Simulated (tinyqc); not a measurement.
Carrier lifetime of an n-type layer with SRH, radiative, Auger and surface recombination: one step of the calculation.

Uniform excess density dn = dp (no trapping), n = n0 + dn, p = p0 + dn, Boltzmann statistics, full ionisation. Surfaces enter as a rate 2 S dn/d, which holds while diffusion to them is fast.

Question. Lifetime, shares and quasi-Fermi splitting. With e = n p - ni^2 = dn (n0 + p0 + dn): U_SRH = e/(tp0 (n + n1) + tn0 (p + p1)), U_rad = B e, U_Aug = (Cn n + Cp p) e, U_s = 2 S dn/d. tau = dn/U, shares of U, splitting Vt ln(n p/ni^2), radiative efficiency U_rad/U.

Inputs (values chosen for the exercise); band and dielectric values close to those of gallium arsenide:
- T = 300 K (temperature)
- B = 7.05e-10 cm^3/s (radiative coefficient)
- Cn = 2.5e-30 cm^6/s (Auger coefficient (two electrons))
- Cp = 1.3e-30 cm^6/s (Auger coefficient (two holes))
- S = 0 cm/s (surface recombination velocity (both faces))
- d = 7 um (sample thickness)

Constants: q = 1.602176634e-19 C, kB = 1.380649e-23 J/K, Vt = kB T/q. Results are converted to the units shown.

converged dn = 6.6593573e14 cm^-3
ni = 1.9707919e6 cm^-3
n0 = 2.1e15 cm^-3
p0 = 0.0018495336 cm^-3
n1 = 5.4917941e7 cm^-3
p1 = 70724.075 cm^-3
tn0 = 1.0351967e-4 s
tp0 = 4.4365572e-4 s

Wanted: tau; shares; quasi-Fermi splitting.

Answer.

tau = 5.123e-7 s
shares (%): SRH 0.11, radiative 99.89, Auger 0.00, surface 0.00
quasi-Fermi splitting = 1.052 V

Radiative recombination takes the largest share. dn is 0.32 times the doping: intermediate injection.

Numbers from tinyqc (`OMP_NUM_THREADS=1 python tinyqc.py 2300024 2300025 out.jsonl`; about 0.01 s on one thread of a shared Intel Xeon 2.30GHz).
